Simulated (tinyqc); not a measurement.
Inside a calculation. Model: MOSFET in saturation, small-signal circuit and noise.

Numbers from tinyqc (`OMP_NUM_THREADS=1 python tinyqc.py 2150117 2150118 out.jsonl`; about 0.01 s on one thread of a shared Intel Xeon 2.30GHz). Printed values are rounded.

Bias by the inversion coefficient IC = I/Ispec (charge-based model with velocity saturation; weak inversion below 0.1, strong above 10). Common-source circuit: gm, gds, Cgs, Cgd and Cj at the inner nodes, Rg in series with the gate; quasi-static, no source or drain resistance, no gate-body capacitance, no substrate network, no induced gate noise, so fmax is an upper estimate.

Parameters, values chosen for the exercise:
```
symbol   value         unit                                   meaning
T          300            K                               temperature
L           65           nm                               gate length
W           80           um                          total gate width
Cox       2.22      uF/cm^2                          gate capacitance
mu         200   cm^2/(V s)                                  mobility
n         1.35                                           slope factor
Ls          10           nm                velocity-saturation length
sg       0.062                                           ratio gds/gm
Cov       0.44        fF/um   overlap and fringe capacitance per side
Cj        0.45        fF/um                drain junction capacitance
Rsh          5          ohm              sheet resistance of the gate
Wf           4           um                              finger width
Rc         200       ohm um      gate contact and vertical resistance
IC         3.7                                  inversion coefficient
gw        0.11               short-channel excess of the noise factor
Nt      3.1e17  cm^-3 eV^-1                        oxide trap density
lt         0.1           nm          tunnelling length into the oxide
ac           0        V s/C            Coulomb scattering coefficient
f            5          GHz                          signal frequency
```

Constants: q = 1.602176634e-19 C, kB = 1.380649e-23 J/K, Vt = kB T/q. Results are converted to the units shown.

## Current, transconductance and gain

Ispec = 2 n mu Cox (W/L) Vt^2, lc = Ls/L, gms = [sqrt((lc IC + 1)^2 + 4 IC) - 1]/[2 + lc (lc IC + 1)], gm = gms Ispec/(n Vt), gds = sg gm.

Ispec = 986.079 uA
I = 3648.49 uA
gms = 1.40751
gm = 39.7681 mS
gds = 2.46562 mS
gm/I = 10.8999 1/V

gm/I is 38.0 % of its weak-inversion limit 1/(n Vt); without velocity saturation (lc = 0) gms would be 1.49.

## Capacitances, gate resistance and cut-off frequencies

qs = [sqrt(1 + 4 IC) - 1]/2, Cgs = Cox W L qs (2 qs + 3)/(3 (qs + 1)^2) + Cov W, Cgd = Cov W, Cd = Cj W, Rg = Rsh (Wf/L)/(12 Nf) + Rc/W with Nf = W/Wf fingers (not rounded) contacted at both ends. fT = gm/(2 pi (Cgs + Cgd)), fmax = fT/(2 sqrt(Rg (gds + 2 pi fT Cgd))).

Cgs = 90.4714 fF
Cgd = 35.2 fF
Cd = 36 fF
Rg = 3.78205 ohm
fT = 50.3638 GHz
fmax = 111.015 GHz

Overlap and fringe make up 56.0 % of the gate capacitance; fmax is 2.20 times fT.

## Admittance matrix

Inner admittances at w = 2 pi f: y11 = i w (Cgs + Cgd), y12 = -i w Cgd, y21 = gm - i w Cgd, y22 = gds + i w (Cgd + Cd). Invert to Z, add Rg to Z11 and invert back to Y.

inner y (mS):
```
                 1               2
1   0.0000+3.9481i  0.0000-1.1058i
2  39.7681-1.1058i  2.4656+2.2368i
```

Y with Rg (mS):
```
                 1                2
1   0.0589+3.9472i  -0.0165-1.1056i
2  39.7427-1.6993i   2.4727+2.4030i
```

## Current gain and unilateral power gain

|h21| = |Y21/Y11|; U = |Y21 - Y12|^2/(4 [Re Y11 Re Y22 - Re Y12 Re Y21]). Extrapolated at 20 dB a decade: f |h21| and f sqrt(U).

|h21| = 10.0766
U = 492.977
f |h21| = 50.3832 GHz
f sqrt(U) = 111.015 GHz

f |h21| is 0.039 % above the formula for fT, and f sqrt(U) within 0.01 % of that for fmax.

## Noise at the gate

Channel noise Sid = 4 kB T gam n gm with gam = (1/2 + (2/3) qs)/(1 + qs) + gw lc IC, qs = [sqrt(1 + 4 IC) - 1]/2, lc = Ls/L (the last term an empirical rise with velocity saturation); at the gate, white noise Sw = Sid/gm^2 + 4 kB T Rg. Number fluctuation with correlated mobility: S(f) = K/f, K = q^2 Vt lt Nt/(W L Cox^2) (1 + ac mu Cox I/gm)^2, Vt in eV with Nt per eV. Corner fc = K/Sw. Full shot noise would be 2 q I.

gam = 0.662279
Sid = 5.89079e-22 A^2/Hz
Sid/(2 q I) = 0.503872
sqrt(Sw) = 0.659653 nV/Hz^0.5
K = 8.02726e-12 V^2
fc = 18.4474 MHz

The gate resistance gives 14 % of the white noise power.
